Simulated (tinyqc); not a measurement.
Franz-Keldysh effect at a direct gap, step by step. Values are carried at full precision from step to step, so a last printed digit may differ when a step is redone from the rounded ones.

Parabolic bands, vertical transitions, no excitons. For each hole band j: mr = me mj/(me + mj); joint density of states J_j(E) = (mr/c)^(3/2) sqrt(E - Eg)/(2 pi^2), both spins, c = hbar^2/2m0; averaged matrix element |e.p|^2 = m0 Ep/6; alpha_j(E) = 4 pi^2 alpha_f c Ep J_j/(3 nr E) in 1/angstrom (alpha_f the fine-structure constant, listed as alpha among the constants), times 1e8 for 1/cm.

In a field Fd (1 kV/cm = 1e-5 V/angstrom) the electro-optic energy of band j is th = (c (e Fd)^2/mr)^(1/3), and sqrt(E - Eg) in J_j is replaced by pi sqrt(th) [Ai'(b)^2 - b Ai(b)^2] with b = (Eg - E)/th; Ai is the Airy function.

Constants: hbar^2/2m0 = 3.80998211 eV angstrom^2; fine-structure constant alpha = 0.007297352564.

Inputs chosen for the exercise (near those of GaAs; shifted at random, so the results belong to these values and not to a real crystal):
```
symbol  value   unit        meaning
Eg      1.43    eV          direct gap
me      0.0673  m0          electron mass
mhh     0.488   m0          heavy-hole mass
mlh     0.0842  m0          light-hole mass
Ep      25.6    eV          Kane energy
nr      3.63                refractive index
Fd      93      kV/cm       uniform field
E       1.53    eV          photon energy
L       290     micrometre  length of a waveguide
```

## Electro-optic energy and length

For each hole band give mr, th and the length th/(e Fd).

Scales:
```
hole,mr (m0),th (meV),length (angstrom)
heavy,0.05914,38.194,41.1
light,0.03740,44.496,47.8
```

The light-hole pair has th larger by a factor 1.165, the cube root of the ratio of reduced masses.

## Airy factors at E

Ai is the Airy function, th the electro-optic energy of each hole band from the table (its other columns are not needed here), b = (Eg - E)/th with th in eV; the factor takes the place of sqrt(E - Eg) in the joint density of states.

Form b, Ai(b), Ai'(b) and the factor pi sqrt(th) [Ai'^2 - b Ai^2] for each band, beside sqrt(E - Eg) (zero below the gap).

Factors:
```
hole,b,Ai(b),Ai'(b),factor (eV^(1/2)),without field
heavy,-2.6182,-0.1901,0.6329,0.3040,0.3162
light,-2.2474,0.06342,0.6946,0.3258,0.3162
```

## Absorption with and without the field

Put the factors in place of sqrt(E - Eg) in alpha_j and add the bands; a waveguide of length L changes its transmission by 4.343 (alpha(F) - alpha(0)) L dB.

alpha_j in the field (1/cm): heavy 5.02e+03, light 2.71e+03

alpha(F) = 7.73e+03 1/cm
alpha(0) = 7853 1/cm
change of loss = -15.4 dB

Without the field the loss over L is 989 dB, so this energy is of no use for a modulator. Above the gap the field lowers the absorption at this energy; the sign alternates with energy (Franz-Keldysh oscillations). Excitons, which add a sharp peak at low field, are left out.

## Checks

- Airy factor at b = -40 against the zero-field limit sqrt(-b): 6.33 against 6.32.

Computed by tinyqc, a small Python program: `OMP_NUM_THREADS=1 python tinyqc.py 1652334 1652335 out.jsonl` (the numbers bound the seed that draws the inputs); one thread of a shared host (Intel(R) Xeon(R) Processor @ 2.30GHz), about 0.01 s for the whole set of steps.
